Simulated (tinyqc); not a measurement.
Plane-wave Kohn-Sham cycle with exchange-only LDA in a layered model solid, step by step. One step of it, computed by the program tinyqc.

Problem. Iteration 2: Hamiltonian at one k. H(m,m') = (k + G_m)^2/2 delta + V(G_m - G_m'), with V(-G) = V(G).

A solid whose potential varies along x alone (atomic units):
```
parameter                      value
period a                    5.000000
cross-section of the cell  39.000000
electrons per cell                 4
grid points                       16
plane waves -n..n, n               2
k points                           1
V1 in V1 cos(2 pi x/a)     -0.280000
V2 in V2 cos(4 pi x/a)     -0.020000
```

V(G_m), m = 0, 1, 2, ... (hartree): [-0.267668, -0.134694, -0.002315, 0.000616, 0.000682]

k = 0.000000 2 pi / a

Give: H.

Solution.

H (hartree), order -2, -1, +0, +1, +2:
```
[[2.8906, -0.1347, -0.0023, 0.0006, 0.0007],
 [-0.1347, 0.5219, -0.1347, -0.0023, 0.0006],
 [-0.0023, -0.1347, -0.2677, -0.1347, -0.0023],
 [0.0006, -0.0023, -0.1347, 0.5219, -0.1347],
 [0.0007, 0.0006, -0.0023, -0.1347, 2.8906]]
```
